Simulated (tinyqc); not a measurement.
Worked calculation: UKS/exchange-only LDA in the sto-3g basis, for BeH, spin multiplicity 2. One step of it, computed by the program tinyqc.

Problem. Iteration 1: building the Kohn-Sham matrix. J_ij = sum D_kl (ij|kl) with D = D(alpha) + D(beta); F = H + J + V_xc; E = tr D H + tr D J / 2 + E_xc + E_nn.

D(alpha) at the start:
```
            1Be 1s     1Be 2s   1Be 2px   1Be 2py    1Be 2pz      2H 1s
1Be 1s    1.293852  -0.318619  0.000000  0.000000   0.007505  -0.021158
1Be 2s   -0.318619   1.242127  0.000000  0.000000  -0.017986   0.086482
1Be 2px   0.000000   0.000000  0.000000  0.000000   0.000000   0.000000
1Be 2py   0.000000   0.000000  0.000000  0.000000   0.000000   0.000000
1Be 2pz   0.007505  -0.017986  0.000000  0.000000   0.001128   0.020365
2H 1s    -0.021158   0.086482  0.000000  0.000000   0.020365   0.549042
```

D(beta) at the start:
```
            1Be 1s     1Be 2s   1Be 2px   1Be 2py    1Be 2pz      2H 1s
1Be 1s    0.862568  -0.212413  0.000000  0.000000   0.005003  -0.014106
1Be 2s   -0.212413   0.828085  0.000000  0.000000  -0.011991   0.057655
1Be 2px   0.000000   0.000000  0.000000  0.000000   0.000000   0.000000
1Be 2py   0.000000   0.000000  0.000000  0.000000   0.000000   0.000000
1Be 2pz   0.005003  -0.011991  0.000000  0.000000   0.000752   0.013577
2H 1s    -0.014106   0.057655  0.000000  0.000000   0.013577   0.366028
```

core Hamiltonian H = T + V (hartree):
```
            1Be 1s     1Be 2s    1Be 2px    1Be 2py    1Be 2pz      2H 1s
1Be 1s   -8.199515  -2.018521   0.000000   0.000000  -0.012752  -0.316495
1Be 2s   -2.018521  -2.424073   0.000000   0.000000  -0.119649  -0.868725
1Be 2px   0.000000   0.000000  -1.926412   0.000000   0.000000   0.000000
1Be 2py   0.000000   0.000000   0.000000  -1.926412   0.000000   0.000000
1Be 2pz  -0.012752  -0.119649   0.000000   0.000000  -2.015336  -0.974239
2H 1s    -0.316495  -0.868725   0.000000   0.000000  -0.974239  -1.792574
```

Two-electron integrals (ij|kl) in chemists' order, unique and non-zero (hartree):
```
(11|11) 2.298831   (21|11) 0.392036   (21|21) 0.079539   (22|11) 0.570988
(22|21) 0.143041   (22|22) 0.417683   (31|31) 0.014607   (32|31) 0.021888
(32|32) 0.092265   (33|11) 0.569578   (33|21) 0.143083   (33|22) 0.417589
(33|33) 0.449859   (41|41) 0.014607   (42|41) 0.021888   (42|42) 0.092265
(43|43) 0.024249   (44|11) 0.569578   (44|21) 0.143083   (44|22) 0.417589
(44|33) 0.401360   (44|44) 0.449859   (51|51) 0.014607   (52|51) 0.021888
(52|52) 0.092265   (53|53) 0.024249   (54|54) 0.024249   (55|11) 0.569578
(55|21) 0.143083   (55|22) 0.417589   (55|33) 0.401360   (55|44) 0.401360
(55|55) 0.449859   (61|11) 0.059586   (61|21) 0.012082   (61|22) 0.021921
(61|33) 0.021773   (61|44) 0.021773   (61|51) 0.001063   (61|52) 0.002013
(61|55) 0.022229   (61|61) 0.001923   (62|11) 0.161618   (62|21) 0.041172
(62|22) 0.133281   (62|33) 0.128028   (62|44) 0.128028   (62|51) 0.005350
(62|52) 0.034424   (62|55) 0.143665   (62|61) 0.006919   (62|62) 0.066539
(63|31) 0.003547   (63|32) 0.017153   (63|53) 0.005770   (63|63) 0.005653
(64|41) 0.003547   (64|42) 0.017153   (64|54) 0.005770   (64|64) 0.005653
(65|11) 0.180015   (65|21) 0.046374   (65|22) 0.157178   (65|33) 0.147908
(65|44) 0.147908   (65|51) 0.008593   (65|52) 0.053221   (65|55) 0.175557
(65|61) 0.008095   (65|62) 0.088724   (65|65) 0.121398   (66|11) 0.331311
(66|21) 0.085830   (66|22) 0.312508   (66|33) 0.290335   (66|44) 0.290335
(66|51) 0.012297   (66|52) 0.104614   (66|55) 0.356558   (66|61) 0.014692
(66|62) 0.203171   (66|65) 0.286137   (66|66) 0.774606
```

nuclear repulsion = 1.32959098 hartree

V_xc(alpha) (hartree):
```
            1Be 1s     1Be 2s    1Be 2px    1Be 2py    1Be 2pz      2H 1s
1Be 1s   -1.420768  -0.203986   0.000000   0.000000  -0.000385  -0.031341
1Be 2s   -0.203986  -0.288268   0.000000   0.000000  -0.015708  -0.114281
1Be 2px   0.000000   0.000000  -0.279409   0.000000   0.000000   0.000000
1Be 2py   0.000000   0.000000   0.000000  -0.279409   0.000000   0.000000
1Be 2pz  -0.000385  -0.015708   0.000000   0.000000  -0.298802  -0.145701
2H 1s    -0.031341  -0.114281   0.000000   0.000000  -0.145701  -0.389909
```

V_xc(beta) (hartree):
```
            1Be 1s     1Be 2s    1Be 2px    1Be 2py    1Be 2pz      2H 1s
1Be 1s   -1.241155  -0.178198   0.000000   0.000000  -0.000336  -0.027379
1Be 2s   -0.178198  -0.251825   0.000000   0.000000  -0.013723  -0.099834
1Be 2px   0.000000   0.000000  -0.244086   0.000000   0.000000   0.000000
1Be 2py   0.000000   0.000000   0.000000  -0.244086   0.000000   0.000000
1Be 2pz  -0.000336  -0.013723   0.000000   0.000000  -0.261027  -0.127282
2H 1s    -0.027379  -0.099834   0.000000   0.000000  -0.127282  -0.340617
```

E_xc = sum of w rho eps_xc = -2.73504329 hartree

Give: Coulomb J; F(alpha); F(beta); total energy of this density.

Solution.

Coulomb J (hartree):
```
         1Be 1s  1Be 2s  1Be 2px  1Be 2py  1Be 2pz  2H 1s
1Be 1s    6.082   1.150    0.000    0.000    0.012  0.177
1Be 2s    1.150   2.278    0.000    0.000    0.104  0.790
1Be 2px   0.000   0.000    2.253    0.000    0.000  0.000
1Be 2py   0.000   0.000    0.000    2.253    0.000  0.000
1Be 2pz   0.012   0.104    0.000    0.000    2.320  0.957
2H 1s     0.177   0.790    0.000    0.000    0.957  2.051
```

F(alpha) (hartree):
```
         1Be 1s  1Be 2s  1Be 2px  1Be 2py  1Be 2pz   2H 1s
1Be 1s   -3.538  -1.072    0.000    0.000   -0.001  -0.171
1Be 2s   -1.072  -0.434    0.000    0.000   -0.031  -0.193
1Be 2px   0.000   0.000    0.047    0.000    0.000   0.000
1Be 2py   0.000   0.000    0.000    0.047    0.000   0.000
1Be 2pz  -0.001  -0.031    0.000    0.000    0.006  -0.163
2H 1s    -0.171  -0.193    0.000    0.000   -0.163  -0.132
```

F(beta) (hartree):
```
         1Be 1s  1Be 2s  1Be 2px  1Be 2py  1Be 2pz   2H 1s
1Be 1s   -3.359  -1.047    0.000    0.000   -0.001  -0.167
1Be 2s   -1.047  -0.398    0.000    0.000   -0.029  -0.179
1Be 2px   0.000   0.000    0.082    0.000    0.000   0.000
1Be 2py   0.000   0.000    0.000    0.082    0.000   0.000
1Be 2pz  -0.001  -0.029    0.000    0.000    0.043  -0.145
2H 1s    -0.167  -0.179    0.000    0.000   -0.145  -0.082
```

total energy of this density = -14.51045 hartree

This density is the starting one; it is not idempotent, so its energy is not variational and may lie below the converged one.
